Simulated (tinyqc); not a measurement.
Inside a calculation. Method: RKS/exchange-only LDA in the 3-21g basis, for H2, spin multiplicity 1. Computed by tinyqc, a small Python program that keeps every step (integrals from PySCF). Settings: charge = 0, multiplicity = 1, basis = 3-21g, energy threshold = 1e-09, iteration cap = 60, orthogonalisation = canonical, start = Wolfsberg-Helmholz matrix, DIIS depth = 0, method = RKS, functional = Slater exchange alone, grid = [15, 26]. Command: `OMP_NUM_THREADS=1 python tinyqc.py 29283 29284 out.jsonl` (the two numbers bound the seeds that draw the settings). One thread of a shared host (Intel(R) Xeon(R) Processor @ 2.60GHz), about 0.1 s of CPU time with the checks. Later iterations appear only in the table of the cycle.

## One-electron integrals

Geometry (angstrom):
```
atom         x         y         z
H     0.000000  0.000000  0.000000
H     0.000000  0.000000  0.793000
```

Basis 3-21g: exponents (1/bohr^2) and contraction coefficients of normalised primitives:
```
element  l (shell)  exponent  coefficient
H            s (1)  5.447178     0.156285
H            s (1)  0.824547     0.904691
H            s (2)  0.183192     1.000000
```

Overlap, kinetic and nuclear-attraction integrals over the contracted functions; the nuclear repulsion is the sum of Za Zb / Rab.

nuclear repulsion = 0.66731048 hartree

overlap S, order 1H 1s, 1H 2s, 2H 1s, 2H 2s:
$$\begin{pmatrix}
1.000000 & 0.645899 & 0.355793 & 0.459891 \\
0.645899 & 1.000000 & 0.459891 & 0.814083 \\
0.355793 & 0.459891 & 1.000000 & 0.645899 \\
0.459891 & 0.814083 & 0.645899 & 1.000000
\end{pmatrix}$$

kinetic energy T (hartree), order 1H 1s, 1H 2s, 2H 1s, 2H 2s:
$$\begin{pmatrix}
1.549405 & 0.293152 & 0.147293 & 0.161322 \\
0.293152 & 0.274788 & 0.161322 & 0.193024 \\
0.147293 & 0.161322 & 1.549405 & 0.293152 \\
0.161322 & 0.193024 & 0.293152 & 0.274788
\end{pmatrix}$$

nuclear attraction V (hartree), order 1H 1s, 1H 2s, 2H 1s, 2H 2s:
$$\begin{pmatrix}
-2.384679 & -1.200025 & -0.821824 & -0.885963 \\
-1.200025 & -1.217142 & -0.885963 & -1.040280 \\
-0.821824 & -0.885963 & -2.384679 & -1.200025 \\
-0.885963 & -1.040280 & -1.200025 & -1.217142
\end{pmatrix}$$

core Hamiltonian H = T + V (hartree), order 1H 1s, 1H 2s, 2H 1s, 2H 2s:
$$\begin{pmatrix}
-0.835274 & -0.906874 & -0.674531 & -0.724641 \\
-0.906874 & -0.942354 & -0.724641 & -0.847256 \\
-0.674531 & -0.724641 & -0.835274 & -0.906874 \\
-0.724641 & -0.847256 & -0.906874 & -0.942354
\end{pmatrix}$$

## Two-electron integrals

Functions are numbered as in S; the eight-fold symmetry (ij|kl) = (ji|kl) = (kl|ij) leaves the list below.

Two-electron integrals (ij|kl) in chemists' order, unique and non-zero (hartree):
```
(11|11) 1.140145   (21|11) 0.611403   (21|21) 0.345152   (22|11) 0.626370
(22|21) 0.380329   (22|22) 0.482957   (31|11) 0.329944   (31|21) 0.187798
(31|22) 0.208796   (31|31) 0.132430   (32|11) 0.315492   (32|21) 0.190853
(32|22) 0.237144   (32|31) 0.142192   (32|32) 0.174362   (33|11) 0.640082
(33|21) 0.395822   (33|22) 0.507357   (33|31) 0.329944   (33|32) 0.427986
(33|33) 1.140145   (41|11) 0.427986   (41|21) 0.242545   (41|22) 0.269003
(41|31) 0.142192   (41|32) 0.147717   (41|33) 0.315492   (41|41) 0.174362
(42|11) 0.481915   (42|21) 0.294504   (42|22) 0.380094   (42|31) 0.179549
(42|32) 0.215563   (42|33) 0.481915   (42|41) 0.215563   (42|42) 0.320070
(43|11) 0.395822   (43|21) 0.243830   (43|22) 0.315073   (43|31) 0.187798
(43|32) 0.242545   (43|33) 0.611403   (43|41) 0.190853   (43|42) 0.294504
(43|43) 0.345152   (44|11) 0.507357   (44|21) 0.315073   (44|22) 0.424162
(44|31) 0.208796   (44|32) 0.269003   (44|33) 0.626370   (44|41) 0.237144
(44|42) 0.380094   (44|43) 0.380329   (44|44) 0.482957
```

## Orthogonalisation

S = U s U^T; canonical form X = U s^(-1/2), so that X^T S X = 1. Each column of U has its largest component positive (the first on a tie).

eigenvalues of S: [0.119924, 0.455656, 0.710199, 2.714220]

X, order 1H 1s, 1H 2s, 2H 1s, 2H 2s:
$$\begin{pmatrix}
-0.682736 & 0.812397 & 0.790770 & 0.270957 \\
1.924360 & -0.661310 & 0.280554 & 0.332862 \\
0.682736 & 0.812397 & -0.790770 & 0.270957 \\
-1.924360 & -0.661310 & -0.280554 & 0.332862
\end{pmatrix}$$

## Starting guess

The start is the generalised Wolfsberg-Helmholz matrix (K = 1.75) built on H; D = 2 C_occ C_occ^T.

D at the start, order 1H 1s, 1H 2s, 2H 1s, 2H 2s:
$$\begin{pmatrix}
0.086475 & 0.159086 & 0.086475 & 0.159086 \\
0.159086 & 0.292669 & 0.159086 & 0.292669 \\
0.086475 & 0.159086 & 0.086475 & 0.159086 \\
0.159086 & 0.292669 & 0.159086 & 0.292669
\end{pmatrix}$$

## Iteration 1: exchange-correlation on the grid

Becke grid with 15 radial and 26 angular points per atom, points of zero weight dropped. rho = sum D_ij phi_i phi_j; V_xc,ij = sum w v_xc phi_i phi_j; v_xc is d(rho eps)/d rho.

The 8 grid points with the largest w rho, of 768 (bohr, atomic units):
```
x                  y         z         w       rho     eps_xc       v_xc
-1.647891   0.000000  1.498553  0.840318  0.016740  -0.188932  -0.251909
0.000000   -1.647891  1.498553  0.840318  0.016740  -0.188932  -0.251909
1.647891    0.000000  1.498553  0.840318  0.016740  -0.188932  -0.251909
0.000000    1.647891  1.498553  0.840318  0.016740  -0.188932  -0.251909
1.647891    0.000000  0.000000  0.840318  0.016740  -0.188932  -0.251909
0.000000    1.647891  0.000000  0.840318  0.016740  -0.188932  -0.251909
0.000000   -1.647891  0.000000  0.840318  0.016740  -0.188932  -0.251909
-1.647891   0.000000  0.000000  0.840318  0.016740  -0.188932  -0.251909
```

electrons on the grid, sum of w rho = 1.991844

E_xc = sum of w rho eps_xc = -0.49795498 hartree

V_xc (hartree), order 1H 1s, 1H 2s, 2H 1s, 2H 2s:
$$\begin{pmatrix}
-0.441252 & -0.248375 & -0.164102 & -0.183371 \\
-0.248375 & -0.261649 & -0.183371 & -0.224403 \\
-0.164102 & -0.183371 & -0.441252 & -0.248375 \\
-0.183371 & -0.224403 & -0.248375 & -0.261649
\end{pmatrix}$$

## Iteration 1: building the Kohn-Sham matrix

J_ij = sum D_kl (ij|kl); F = H + J + V_xc; E = tr D H + tr D J / 2 + E_xc + E_nn.

Coulomb J (hartree), order 1H 1s, 1H 2s, 2H 1s, 2H 2s:
$$\begin{pmatrix}
1.381924 & 0.820780 & 0.517268 & 0.603567 \\
0.820780 & 1.004420 & 0.603567 & 0.848812 \\
0.517268 & 0.603567 & 1.381924 & 0.820780 \\
0.603567 & 0.848812 & 0.820780 & 1.004420
\end{pmatrix}$$

Kohn-Sham matrix F (hartree), order 1H 1s, 1H 2s, 2H 1s, 2H 2s:
$$\begin{pmatrix}
0.105398 & -0.334469 & -0.321364 & -0.304445 \\
-0.334469 & -0.199584 & -0.304445 & -0.222847 \\
-0.321364 & -0.304445 & 0.105398 & -0.334469 \\
-0.304445 & -0.222847 & -0.334469 & -0.199584
\end{pmatrix}$$

total energy of this density = -1.01769449 hartree

## Iteration 1: diagonalisation and new density

Diagonalise F' = X^T F X, C = X C', fill 1 alpha and 1 beta electrons from the bottom; D = 2 C_occ C_occ^T. Each column has its largest component positive (the first on a tie).

F' = X^T F X (hartree):
$$\begin{pmatrix}
0.727931 & 0.000000 & -0.515563 & 0.000000 \\
0.000000 & 0.718461 & 0.000000 & -0.025680 \\
-0.515563 & 0.000000 & 0.510742 & 0.000000 \\
0.000000 & -0.025680 & 0.000000 & -0.355818
\end{pmatrix}$$

orbital energies (hartree): MO1 -0.356431, MO2 0.092461, MO3 0.719074, MO4 1.146212

coefficients C, order 1H 1s, 1H 2s, 2H 1s, 2H 2s:
$$\begin{pmatrix}
0.290283 & 0.183938 & 0.805694 & -1.028403 \\
0.316973 & 1.430284 & -0.669071 & 1.317635 \\
0.290283 & -0.183938 & 0.805694 & 1.028403 \\
0.316973 & -1.430284 & -0.669071 & -1.317635
\end{pmatrix}$$

D after iteration 1, order 1H 1s, 1H 2s, 2H 1s, 2H 2s:
$$\begin{pmatrix}
0.168528 & 0.184023 & 0.168528 & 0.184023 \\
0.184023 & 0.200943 & 0.184023 & 0.200943 \\
0.168528 & 0.184023 & 0.168528 & 0.184023 \\
0.184023 & 0.200943 & 0.184023 & 0.200943
\end{pmatrix}$$

## Iteration 2: exchange-correlation on the grid

As before.

The 8 grid points with the largest w rho, of 768 (bohr, atomic units):
```
x                  y         z         w       rho     eps_xc       v_xc
-1.169038   0.000000  1.498553  0.338791  0.040710  -0.254070  -0.338760
1.169038    0.000000  1.498553  0.338791  0.040710  -0.254070  -0.338760
0.000000   -1.169038  1.498553  0.338791  0.040710  -0.254070  -0.338760
0.000000    1.169038  1.498553  0.338791  0.040710  -0.254070  -0.338760
0.000000   -1.169038  0.000000  0.338791  0.040710  -0.254070  -0.338760
-1.169038   0.000000  0.000000  0.338791  0.040710  -0.254070  -0.338760
1.169038    0.000000  0.000000  0.338791  0.040710  -0.254070  -0.338760
0.000000    1.169038  0.000000  0.338791  0.040710  -0.254070  -0.338760
```

electrons on the grid, sum of w rho = 1.996619

E_xc = sum of w rho eps_xc = -0.55539541 hartree

V_xc (hartree), order 1H 1s, 1H 2s, 2H 1s, 2H 2s:
$$\begin{pmatrix}
-0.467894 & -0.257739 & -0.173898 & -0.190944 \\
-0.257739 & -0.259218 & -0.190944 & -0.223342 \\
-0.173898 & -0.190944 & -0.467894 & -0.257739 \\
-0.190944 & -0.223342 & -0.257739 & -0.259218
\end{pmatrix}$$

## Iteration 2: building the Kohn-Sham matrix

As before.

Coulomb J (hartree), order 1H 1s, 1H 2s, 2H 1s, 2H 2s:
$$\begin{pmatrix}
1.477060 & 0.867422 & 0.554821 & 0.639614 \\
0.867422 & 1.038702 & 0.639614 & 0.879795 \\
0.554821 & 0.639614 & 1.477060 & 0.867422 \\
0.639614 & 0.879795 & 0.867422 & 1.038702
\end{pmatrix}$$

Kohn-Sham matrix F (hartree), order 1H 1s, 1H 2s, 2H 1s, 2H 2s:
$$\begin{pmatrix}
0.173892 & -0.297190 & -0.293608 & -0.275971 \\
-0.297190 & -0.162869 & -0.275971 & -0.190803 \\
-0.293608 & -0.275971 & 0.173892 & -0.297190 \\
-0.275971 & -0.190803 & -0.297190 & -0.162869
\end{pmatrix}$$

total energy of this density = -1.03454466 hartree

## Iteration 2: diagonalisation and new density

As before.

F' = X^T F X (hartree):
$$\begin{pmatrix}
0.754230 & 0.000000 & -0.531081 & 0.000000 \\
0.000000 & 0.764350 & 0.000000 & -0.001579 \\
-0.531081 & 0.000000 & 0.570238 & 0.000000 \\
0.000000 & -0.001579 & 0.000000 & -0.302727
\end{pmatrix}$$

orbital energies (hartree): MO1 -0.302730, MO2 0.123243, MO3 0.764352, MO4 1.201224

coefficients C, order 1H 1s, 1H 2s, 2H 1s, 2H 2s:
$$\begin{pmatrix}
0.272159 & 0.165358 & 0.811995 & -1.031553 \\
0.331883 & 1.453818 & -0.661802 & 1.291621 \\
0.272159 & -0.165358 & 0.811995 & 1.031553 \\
0.331883 & -1.453818 & -0.661802 & -1.291621
\end{pmatrix}$$

D after iteration 2, order 1H 1s, 1H 2s, 2H 1s, 2H 2s:
$$\begin{pmatrix}
0.148141 & 0.180650 & 0.148141 & 0.180650 \\
0.180650 & 0.220293 & 0.180650 & 0.220293 \\
0.148141 & 0.180650 & 0.148141 & 0.180650 \\
0.180650 & 0.220293 & 0.180650 & 0.220293
\end{pmatrix}$$

## Iteration 8 (converged): orbitals

converged F (hartree), order 1H 1s, 1H 2s, 2H 1s, 2H 2s:
$$\begin{pmatrix}
0.161344 & -0.303984 & -0.298681 & -0.281160 \\
-0.303984 & -0.169564 & -0.281160 & -0.196642 \\
-0.298681 & -0.281160 & 0.161344 & -0.303984 \\
-0.281160 & -0.196642 & -0.303984 & -0.169564
\end{pmatrix}$$

As before.

F' = X^T F X (hartree):
$$\begin{pmatrix}
0.749357 & 0.000000 & -0.528204 & 0.000000 \\
0.000000 & 0.755877 & 0.000000 & -0.006005 \\
-0.528204 & 0.000000 & 0.559331 & 0.000000 \\
0.000000 & -0.006005 & 0.000000 & -0.312415
\end{pmatrix}$$

orbital energies (hartree): MO1 -0.312449, MO2 0.117662, MO3 0.755911, MO4 1.191026

coefficients C, order 1H 1s, 1H 2s, 2H 1s, 2H 2s:
$$\begin{pmatrix}
0.275520 & 0.168686 & 0.810861 & -1.031014 \\
0.329139 & 1.449642 & -0.663170 & 1.296307 \\
0.275520 & -0.168686 & 0.810861 & 1.031014 \\
0.329139 & -1.449642 & -0.663170 & -1.296307
\end{pmatrix}$$

D after iteration 8, order 1H 1s, 1H 2s, 2H 1s, 2H 2s:
$$\begin{pmatrix}
0.151822 & 0.181369 & 0.151822 & 0.181369 \\
0.181369 & 0.216666 & 0.181369 & 0.216666 \\
0.151822 & 0.181369 & 0.151822 & 0.181369 \\
0.181369 & 0.216666 & 0.181369 & 0.216666
\end{pmatrix}$$

## Convergence

Stop when the energy changes by less than 1e-09 hartree and every element of the error matrix X^T (F D S - S D F) X is below 9e-06.

Course of the cycle:
```
iteration  E (hartree)     change  largest element of the error matrix
1          -1.01769449          -                             2.15e-01
2          -1.03454466  -1.69e-02                             4.78e-02
3          -1.03537317  -8.29e-04                             1.09e-02
4          -1.03541583  -4.27e-05                             2.46e-03
5          -1.03541801  -2.18e-06                             5.56e-04
6          -1.03541812  -1.12e-07                             1.26e-04
7          -1.03541813  -5.74e-09                             2.85e-05
8          -1.03541813  -2.94e-10                             6.45e-06
```

PySCF RKS in the same basis, fine grid = -1.03482675 hartree

Converged in 8 iterations. The coarse grid moves the energy by -5.91e-04 hartree.

## Populations, bond orders and dipole

Mulliken: Z minus the diagonal of D S on the atom; Loewdin: the same with S^(1/2) D S^(1/2); Mayer order: 2 sum_s sum (D(s) S)_ij (D(s) S)_ji over the two atoms.

Charges (e):
```
atom  Mulliken  Loewdin
1H           0        0
2H           0        0
```

Mayer bond orders:
```
pair     order
2-1   1.000000
```

dipole moment about the origin, x y z (debye): [0.000000, 0.000000, 0.000000]
